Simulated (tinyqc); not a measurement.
Implant damage, amorphisation by cascade overlap, and solid-phase epitaxial regrowth: one step, computed by the program tinyqc.

Range and width of the damage are inputs. Dynamic annealing enters only through the surviving share f.

Task: The amorphous layer. Displaced share x(z) = f nu Q exp(-(z - R_d)^2/(2 s_d^2))/(sqrt(2 pi) s_d N); the layer is amorphous where x > x_c, between R_d -/+ s_d sqrt(2 ln(x_max/x_c)), the upper edge being cut at the surface. Threshold dose Q_c = Q x_c/x_max.

Inputs (values chosen for the exercise, modelled on phosphorus ions in silicon):
```
quantity                           value    unit
atomic density N                    49.9  1/nm^3
depth of the damage peak R_d          25      nm
width of the damage profile s_d       15      nm
share of defects that survive f     0.81       -
critical displaced share x_c        0.12       -
dose Q                           1.2e+14  1/cm^2
```

displacements per ion nu = 462.1563

Give: peak displaced share x_max; threshold dose Q_c; upper edge; lower edge.

Result:

peak displaced share x_max = 0.2394

threshold dose Q_c = 6.014e+13 1/cm^2

upper edge = 7.369 nm

lower edge = 42.63 nm

The layer is buried, so it regrows from both sides and the two fronts meet in a defect plane.
